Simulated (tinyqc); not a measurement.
Inside a calculation: three-level Kane dispersion of a narrow-gap semiconductor. Values are carried at full precision from step to step, so a last printed digit may differ when a step is redone from the rounded ones.

Zero of energy at Gamma8, c = hbar^2/2m0, P^2 = Ep c. The free-electron term and remote bands are left out, so the heavy holes are flat at E = 0 and the other three bands obey E (E - Eg)(E + Dso) = P^2 k^2 (E + 2 Dso/3). The conduction band is the highest root; its edge is Ec = max(Eg, 0).

Constants: hbar^2/2m0 = 3.80998211 eV angstrom^2; hbar = 6.58211957e-16 eV s; e^2/(4 pi eps0) = 14.39964547 eV angstrom; muB = 5.788381798e-05 eV/T.

Values chosen for the exercise (near those of grey Sn; not measured data): Eg = -0.399 eV (E(Gamma6) - E(Gamma8)); Dso = 0.83 eV (spin-orbit splitting); Ep = 22 eV (Kane energy); k = 0.007 1/angstrom (wave vector); n = 5.3e+17 cm^-3 (electron density); eps = 23.7 (high-frequency dielectric constant); B = 4.6 T (magnetic field).

## The three bands at one k

Expand the equation into E^3 + a2 E^2 + a1 E + a0 = 0 and give its roots; compare with the two-level form (Dso to infinity) E = Eg/2 +/- sqrt(Eg^2/4 + (2/3) P^2 k^2).

P^2 k^2 = 0.004107 eV^2

a2, a1, a0: 1.229000  0.327063  -0.002273

roots (eV): -0.8332  -0.4026  0.0068

two-level form (eV): -0.4057  0.0067

The two-level form misses the highest root by 0.0 meV. The order is inverted: the band that would be the light hole curves upward from Gamma8 and touches the heavy holes, so there is no gap.

## Mass at the edge and limiting velocity

For Eg < 0 the conduction band starts at Gamma8 with m0* = 3 |Eg|/(2 Ep). In the two-level form the velocity tends to v = sqrt(2/3) P/hbar, and |Eg| = 2 m v^2 with m = 3 |Eg|/(2 Ep), as for a relativistic particle. 1 angstrom = 1e-10 m.

m0* = 0.02720 m0
P = 9.1553 eV angstrom
v = 1.136e+06 m/s
k at which the linear part sets in, |Eg|/(2 hbar v) = 0.02669 1/angstrom

## Fermi level and mass at a given density

Degenerate electrons at T = 0: kF = (3 pi^2 n)^(1/3), 1 cm^-3 = 1e-24 angstrom^-3; EF is the highest root at kF. The momentum (cyclotron, optical) mass is m(E) = hbar^2 k/(dE/dk) = c d(k^2)/dE with d(k^2)/dE = k^2 [1/E + 1/(E - Eg) + 1/(E + Dso) - 1/(E + 2 Dso/3)]; the density of states is k d(k^2)/dE/(2 pi^2).

Edge mass m0* = 3 |Eg|/(2 Ep).

Compare EF - Ec with the parabolic value c kF^2/m0*.

kF = 0.02504 1/angstrom
EF - Ec = 0.0767 eV
parabolic value = 0.0878 eV
m(EF) = 0.03498 m0
m(EF)/m0* = 1.286
density of states at EF = 1.165e+19 1/(eV cm^3)

The parabola overstates EF - Ec by a factor of 1.14; (EF - Ec)/|Eg| = 0.19, and the two-level rule 1 + 2 (EF - Ec)/|Eg| = 1.385 estimates the mass ratio.

## Plasma and cyclotron energies

hbar wp = sqrt(8 pi c (e^2/4 pi eps0) n/(eps m)), hbar wc = 2 muB B/m (classical limit), with m = m(EF) and, for comparison, the edge mass; n in angstrom^-3.

hbar wp with m(EF), with m0* (meV): 29.69  33.67

hbar wc with m(EF), with m0* (meV): 15.22  19.58

hbar wc is not small against EF - Ec = 76.7 meV, so fewer than ten Landau levels are filled and the classical value is only a guide.

## Checks

- Roots of the cubic against the 8 x 8 Kane matrix without remote terms: they agree to 1e-10 or better.
- m(E) near the edge against m0*: both 0.02720.

Program tinyqc; command `OMP_NUM_THREADS=1 python tinyqc.py 1081212 1081213 out.jsonl`; about 0.01 s on one thread of a shared Intel(R) Xeon(R) Processor @ 2.30GHz.
